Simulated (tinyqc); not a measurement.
sp3s* tight binding: one step. Levels at this k. The numbers come from values chosen for the exercise (near a published set for GaAs, fitted to gaps, whose masses and valley positions are rough).

H(k) (eV), lower triangle (Hermitian):
```
                      sa                   xa                   ya                   za                  s*a
sa             -8.324000
xa                     0             1.038000
ya                     0                    0             1.038000
za                     0                    0                    0             1.038000
s*a                    0                    0                    0                    0             8.573000
sc   -5.814797-0.050686i   0.572439+0.406763i   0.146444+1.590010i   0.125137+1.860742i                    0
xc   -0.447724-0.318143i   1.750894+0.015262i  -0.109421-1.627060i  -0.128052-1.390328i  -0.477016-0.338957i
yc   -0.114538-1.243600i  -0.109421-1.627060i   1.750894+0.015262i  -0.500549-0.355679i  -0.122032-1.324963i
zc   -0.097873-1.455349i  -0.128052-1.390328i  -0.500549-0.355679i   1.750894+0.015262i  -0.104277-1.550564i
s*c                    0   0.479002+0.340368i   0.122540+1.330479i   0.104711+1.557020i                    0

            sc        xc        yc        zc       s*c
sc   -2.666000
xc           0  3.664000
yc           0         0  3.664000
zc           0         0         0  3.664000
s*c          0         0         0         0  6.696000
```

Question. Diagonalise H, which belongs to k = (0.05, 0.19, 0.22) (2 pi/a). Four bands are filled (two electrons each); give the make-up of band 5, the lowest empty one.

Give: levels; weights of band 5; weight of band 5 on atom a.

Answer.

levels (eV): -12.2475  -2.4735  -0.7680  -0.2964  2.3886  4.2069  5.0039  5.4348  7.6174  9.5188

weights of band 5: s 0.662, p 0.287, s* 0.051

weight of band 5 on atom a = 0.370

The vertical gap at this k is 2.6851 eV; band 5 is mostly s-like.

Run: tinyqc, `OMP_NUM_THREADS=1 python tinyqc.py 1452139 1452140 out.jsonl`; Intel(R) Xeon(R) Processor @ 2.30GHz, one thread, shared host; about 0.1 s of CPU time with all checks.
